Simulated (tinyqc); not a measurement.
Inside a calculation: Slater-Koster d bands of an fcc metal. Values are carried at full precision from step to step, so a last printed digit may differ when a step is redone from the rounded ones.

Slater-Koster d bands. For a bond with direction cosines (l, m, n) the 5 x 5 block is dds Ps + ddp Pp + ddd (1 - Ps - Pp), the projectors on sigma, pi and delta states about the bond; for instance <xy|xy> = 3 l^2 m^2 dds + (l^2 + m^2 - 4 l^2 m^2) ddp + (n^2 + l^2 m^2) ddd, <xy|yz> = 3 l m^2 n dds + l n (1 - 4 m^2) ddp + l n (m^2 - 1) ddd and <3z2-r2|3z2-r2> = (n^2 - (l^2 + m^2)/2)^2 dds + 3 n^2 (l^2 + m^2) ddp + (3/4)(l^2 + m^2)^2 ddd. H(k) sums the blocks times cos(k.R) over the neighbours; the d level is the zero of energy; k in 2 pi/a.

Parameters, chosen for this exercise (of the size met in Ni; shifted at random, so the results belong to these values and not to a real crystal): dds = -0.459 eV (dd sigma); ddp = 0.257 eV (dd pi); ddd = -0.041 eV (dd delta); k = (0.41, 0.29, 0) 2 pi/a (wave vector); Nd = 8 (d electrons per atom).

## The block of one bond

Direction (1,1,0)/sqrt2; its eigenvalues must be dds once, ddp twice and ddd twice.

block (eV), lower triangle:
```
             xy      yz      zx   x2-y2   3z2-r2
xy      -0.3545
yz            0  0.1080
zx            0  0.1490  0.1080
x2-y2         0       0       0  0.2570
3z2-r2   0.1810       0       0       0  -0.1455
```

## Levels at Gamma

Neighbours: twelve at (a/2)(1,1,0) and equivalents.

Summing the blocks at k = 0 gives E(t2g) = 3 dds + 4 ddp + 5 ddd, E(eg) = 1.5 dds + 6 ddp + 4.5 ddd.

levels (eV): t2g (threefold) -0.5540, eg (twofold) 0.6690

The t2g level lies lower, by 1.2230 eV.

## The Hamiltonian at one k

Sum over the neighbours.

H(k) (eV), lower triangle:
```
             xy       yz       zx   x2-y2  3z2-r2
xy       0.1428
yz            0  -0.6747
zx            0  -0.4522  -0.0570
x2-y2         0        0        0  0.0157
3z2-r2  -0.5494        0        0  0.2328  0.4584
```

## Levels and character

Diagonalise H; t2g is xy, yz, zx and eg the other two.

levels (eV): -0.9135  -0.3324  0.0378  0.1818  0.9115

weights:
```
     band 1  band 2  band 3  band 4  band 5
t2g   1.000   0.480   0.196   1.000   0.324
eg    0.000   0.520   0.804   0.000   0.676
```

## Levels at points of symmetry

Coordinates: G (0, 0, 0), X (1, 0, 0), W (1, 0.5, 0), L (0.5, 0.5, 0.5), K (0.75, 0.75, 0); the others lie half way.

Levels (eV):
```
k        band 1  band 2  band 3  band 4  band 5
G        -0.554  -0.554  -0.554   0.669   0.669
G-X 0.5  -1.418  -0.582   0.432   0.432   1.028
X        -2.282  -1.833   1.387   1.418   1.418
W        -1.028  -0.432  -0.432   0.582   1.418
L        -1.192  -0.637  -0.637   1.233   1.233
L-G 0.5  -0.873  -0.292  -0.292   0.648   0.648
K        -1.617  -0.879   0.615   0.768   1.211
```

On these points the bands run from -2.282 (X) to 1.418 eV (X and W).

## Second moment and the rectangular band

mu2 = z (dds^2 + 2 ddp^2 + 2 ddd^2)/5 per orbital, with z = 12. A rectangular band with the same mu2 has width W = sqrt(12 mu2), Fermi level W (Nd/10 - 1/2) and bond energy -W Nd (10 - Nd)/20 (Friedel).

mu2 = 0.8307 eV^2
W = 3.1574 eV
Fermi level = 0.9472 eV
bond energy per atom = -2.5259 eV

The bond energy is the attractive part alone; the repulsion between atoms, left out, cancels a large share of it in the cohesive energy.

## Checks

- Levels at Gamma from the formulas against H(0): they agree to 1e-10 or better.
- Second moment from the formula against the mean square level on the mesh: both 0.830738.

Computed by tinyqc, a small Python program: `OMP_NUM_THREADS=1 python tinyqc.py 1450171 1450172 out.jsonl` (the numbers bound the seed that draws the inputs); one thread of a shared host (Intel(R) Xeon(R) Processor @ 2.30GHz), about 0.06 s for the whole set of steps.
